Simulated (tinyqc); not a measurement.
Inside a calculation. Model: resistance of a source-drain extension with a graded tip.

tinyqc, about 0.03 s, one thread, Intel Xeon 2.30GHz (shared host): `OMP_NUM_THREADS=1 python tinyqc.py 2282130 2282131 out.jsonl` Printed values are rounded.

y runs along the channel, the gate covers y > 0. The doping is N0 for y < y0 and N0 10^(-(y - y0)/la) beyond, uniform over the depth xj. Sheet conductance s(y) = q mu(N) max(N - Nch, 0) xj + (for y > 0) ma Cox Vo, with mu(N) = u0 + (u1 - u0)/(1 + (N/Nr)^au) and Cox = eps0 eox/tox. Current is taken as one-dimensional; depletion of the tip, spreading and the contact are left out. The metallurgical junction lies at yj, where N = Nch.

Values chosen for this exercise; mobility law close to that of electrons in silicon: relative permittivity of the gate insulator (close to hafnium oxide) eox = 22.4; insulator thickness tox = 6.9 nm; active doping of the extension far from the gate N0 = 7.6e19 cm^-3; lateral abruptness la = 5.4 nm/decade; position under the gate where the fall begins (gate edge at 0) y0 = 3.7 nm; depth of the extension xj = 7 nm; channel doping Nch = 3.9e17 cm^-3; gate overdrive Vo = 0.78 V; mobility of the gate-induced layer ma = 180 cm^2/(V s); mobility at low doping u1 = 1414 cm^2/(V s); mobility at high doping u0 = 68.5 cm^2/(V s); reference doping Nr = 9.2e16 cm^-3; exponent au = 0.711; gate length Lg = 90 nm.

Constants: q = 1.602176634e-19 C, eps0 = 8.8541878128e-14 F/cm where lengths are in cm. Results are converted to the units shown.

## Sheet resistances and junction position

yj = y0 + la log10(N0/Nch); sheet resistance of the full extension 1/[q mu(N0)(N0 - Nch) xj] and of the gate-induced layer 1/(ma Cox Vo); metallurgical length Lg - 2 yj; ye is where the doped and the gate-induced conductances are equal.

yj = 16.0646 nm
sheet resistance of the extension = 1478.67 ohm/square
sheet resistance of the induced layer = 2477.91 ohm/square
metallurgical length = 57.8707 nm
ye = 5.06264 nm
N at ye = 4.25081e19 cm^-3

The gate takes over 11.0 nm before the junction, where N is still 109 times the channel doping.

## Resistance of the overlapped part

Midpoint rule on 8 equal steps from 0 to yj: R_ov = sum h/s(y), per width.

```
point   y (nm)   N (cm^-3)  doped conductance (uS)  sheet resistance (ohm/square)
0      1.00404      7.6e19                 676.285                        926.054
1      3.01212      7.6e19                 676.285                        926.054
2      5.02020  4.32844e19                 409.976                        1229.19
3      7.02828  1.83851e19                 199.641                        1657.81
4      9.03636  7.80905e18                 102.660                        1975.40
5      11.0444  3.31689e18                 54.5061                        2183.06
6      13.0525  1.40885e18                 27.1428                        2321.75
7      15.0606  5.98409e17                 8.17201                        2428.73
```

R_ov = 27.406 ohm um

The exact integral is 27.387 ohm um; the coarse sum is 0.070 % above it.
